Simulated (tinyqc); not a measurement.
Worked calculation (part 2 of 2): CIS on RHF in the sto-3g basis, frozen core, for BeH2, spin multiplicity 1. Computed by tinyqc, a small Python program that keeps every step (integrals from PySCF). Command: `OMP_NUM_THREADS=1 python tinyqc.py 30896 30897 out.jsonl` (the two numbers bound the seeds that draw the settings). One thread of a shared host (Intel(R) Xeon(R) Processor @ 2.60GHz), about 0.05 s of CPU time with the checks.

Geometry (angstrom):
```
atom         x          y         z
Be    0.000000   0.000000  0.000000
H     0.000000   1.333000  0.000000
H     0.000000  -1.356000  0.000000
```

## CIS matrix, singlets

orbital energies (hartree): [-4.520259, -0.455328, -0.418497, 0.212137, 0.212137, 0.454966, 0.927854]

Two-electron integrals over orbitals (pq|rs), unique and non-zero (hartree); the lowest 1 orbital is frozen and left out:
```
(22|22) 0.399886    (32|22) 0.022197    (32|32) 0.161541    (33|22) 0.407647
(33|32) -0.018479   (33|33) 0.435710    (42|42) 0.049154    (43|42) -0.002050
(43|43) 0.014640    (44|22) 0.368260    (44|32) 0.000122    (44|33) 0.355213
(44|44) 0.449859    (52|52) 0.049154    (53|52) -0.002050   (53|53) 0.014640
(54|54) 0.024249    (55|22) 0.368260    (55|32) 0.000122    (55|33) 0.355213
(55|44) 0.401360    (55|55) 0.449859    (62|22) -0.024712   (62|32) -0.006644
(62|33) -0.046260   (62|44) 0.053090    (62|55) 0.053090    (62|62) 0.077746
(63|22) -0.010940   (63|32) -0.093443   (63|33) 0.014629    (63|44) -0.005194
(63|55) -0.005194   (63|62) -0.001999   (63|63) 0.083867    (64|42) 0.047264
(64|43) -0.003196   (64|64) 0.050831    (65|52) 0.047264    (65|53) -0.003196
(65|65) 0.050831    (66|22) 0.395200    (66|32) -0.003252   (66|33) 0.407168
(66|44) 0.366518    (66|55) 0.366518    (66|62) -0.034102   (66|63) 0.005073
(66|66) 0.410773    (72|22) -0.006936   (72|32) -0.043704   (72|33) 0.002768
(72|44) 0.003941    (72|55) 0.003941    (72|62) 0.008697    (72|63) 0.060680
(72|66) -0.001018   (72|72) 0.056960    (73|22) -0.005196   (73|32) -0.000093
(73|33) -0.020621   (73|44) 0.059881    (73|55) 0.059881    (73|62) 0.072788
(73|63) -0.008604   (73|66) -0.025800   (73|72) 0.003484    (73|73) 0.082380
(74|42) 0.001758    (74|43) 0.013657    (74|64) 0.000640    (74|74) 0.016590
(75|52) 0.001758    (75|53) 0.013657    (75|65) 0.000640    (75|75) 0.016590
(76|22) 0.018063    (76|32) 0.141436    (76|33) -0.018203   (76|44) 0.000226
(76|55) 0.000226    (76|62) -0.005179   (76|63) -0.094870   (76|66) -0.004389
(76|72) -0.055169   (76|73) 0.001220    (76|76) 0.140335    (77|22) 0.427131
(77|32) 0.006086    (77|33) 0.444367    (77|44) 0.390346    (77|55) 0.390346
(77|62) -0.035511   (77|63) -0.001497   (77|66) 0.434277    (77|72) -0.004137
(77|73) -0.009794   (77|76) 0.003920    (77|77) 0.486867
```

A(ia,jb) = (e_a - e_i) d_ij d_ab + 2 (ia|jb) - (ij|ab).

CIS matrix A, singlet (hartree), order 2>4, 2>5, 2>6, 2>7, 3>4, 3>5, 3>6, 3>7:
```
[[0.397512, 0.000000, 0.000000, 0.000000, -0.004222, 0.000000, 0.000000, 0.000000],
 [0.000000, 0.397512, 0.000000, 0.000000, 0.000000, -0.004222, 0.000000, 0.000000],
 [0.000000, 0.000000, 0.670587, -0.000669, 0.000000, 0.000000, -0.000746, 0.004140],
 [0.000000, 0.000000, -0.000669, 1.069971, 0.000000, 0.000000, -0.020076, 0.000883],
 [-0.004222, 0.000000, 0.000000, 0.000000, 0.304701, 0.000000, 0.000000, 0.000000],
 [0.000000, -0.004222, 0.000000, 0.000000, 0.000000, 0.304701, 0.000000, 0.000000],
 [0.000000, 0.000000, -0.000746, -0.020076, 0.000000, 0.000000, 0.634029, 0.000995],
 [0.000000, 0.000000, 0.004140, 0.000883, 0.000000, 0.000000, 0.000995, 1.066743]]
```

## CIS singlet states

dipole integrals <i|r|a> (bohr), order 2>4, 2>5, 2>6, 2>7, 3>4, 3>5, 3>6, 3>7:
```
[[0.858339, 0.000000, 0.439822],
 [-0.439822, 0.000000, 0.858339],
 [0.000000, -0.052677, 0.000000],
 [0.000000, -0.594392, 0.000000],
 [-0.053766, 0.000000, -0.027550],
 [0.027550, 0.000000, -0.053766],
 [0.000000, -1.134157, 0.000000],
 [0.000000, 0.025270, 0.000000]]
```

Diagonalise A (1 hartree = 27.211386 eV); each vector has its largest component positive (the first on a tie). The transition dipole is mu = sqrt2 sum c_ia <i|r|a>.

singlet excitation energies (eV): [8.286108, 8.286108, 10.822069, 10.822069, 17.227175, 18.246855, 29.024402, 29.144917]

lowest vectors, order 2>4, 2>5, 2>6, 2>7, 3>4, 3>5, 3>6, 3>7:
```
[[0.044987, -0.005747, 0.217043, 0.975108, 0.000000, 0.000000],
 [0.005747, 0.044987, 0.975108, -0.217043, 0.000000, 0.000000],
 [0.000000, 0.000000, 0.000000, 0.000000, 0.020983, 0.999724],
 [0.000000, 0.000000, 0.000000, 0.000000, 0.045932, 0.000640],
 [0.990917, -0.126596, -0.009854, -0.044270, 0.000000, 0.000000],
 [0.126596, 0.990917, -0.044270, 0.009854, 0.000000, 0.000000],
 [0.000000, 0.000000, 0.000000, 0.000000, 0.998721, -0.021060],
 [0.000000, 0.000000, 0.000000, 0.000000, -0.002585, -0.010395]]
```

oscillator strengths 2/3 w |mu|^2: [0.000112, 0.000112, 0.495042, 0.495042, 1.138151, 0.000774]

Within a degenerate level the vectors are fixed only up to a rotation; this is one choice.

## CIS matrix, triplets

A(ia,jb) = (e_a - e_i) d_ij d_ab - (ij|ab).

CIS matrix A, triplet (hartree), order 2>4, 2>5, 2>6, 2>7, 3>4, 3>5, 3>6, 3>7:
```
[[0.299205, 0.000000, 0.000000, 0.000000, -0.000122, 0.000000, 0.000000, 0.000000],
 [0.000000, 0.299205, 0.000000, 0.000000, 0.000000, -0.000122, 0.000000, 0.000000],
 [0.000000, 0.000000, 0.515094, -0.018063, 0.000000, 0.000000, 0.003252, -0.141436],
 [0.000000, 0.000000, -0.018063, 0.956051, 0.000000, 0.000000, -0.141436, -0.006086],
 [-0.000122, 0.000000, 0.000000, 0.000000, 0.275421, 0.000000, 0.000000, 0.000000],
 [0.000000, -0.000122, 0.000000, 0.000000, 0.000000, 0.275421, 0.000000, 0.000000],
 [0.000000, 0.000000, 0.003252, -0.141436, 0.000000, 0.000000, 0.466295, 0.018203],
 [0.000000, 0.000000, -0.141436, -0.006086, 0.000000, 0.000000, 0.018203, 0.901983]]
```

## CIS triplet states

Diagonalise A (1 hartree = 27.211386 eV); each vector has its largest component positive (the first on a tie).

triplet excitation energies (eV): [7.494570, 7.494570, 8.141796, 8.141796, 11.635764, 12.745690, 25.802749, 27.080441]

lowest vectors, order 2>4, 2>5, 2>6, 2>7, 3>4, 3>5, 3>6, 3>7:
```
[[0.005121, -0.000447, 0.441908, 0.897046, 0.000000, 0.000000],
 [0.000447, 0.005121, 0.897046, -0.441908, 0.000000, 0.000000],
 [0.000000, 0.000000, 0.000000, 0.000000, -0.072720, 0.947073],
 [0.000000, 0.000000, 0.000000, 0.000000, 0.254548, 0.060158],
 [0.996199, -0.086955, -0.002272, -0.004611, 0.000000, 0.000000],
 [0.086955, 0.996199, -0.004611, 0.002272, 0.000000, 0.000000],
 [0.000000, 0.000000, 0.000000, 0.000000, 0.962732, 0.073267],
 [0.000000, 0.000000, 0.000000, 0.000000, -0.055358, 0.306703]]
```

Within a degenerate level the vectors are fixed only up to a rotation; this is one choice.
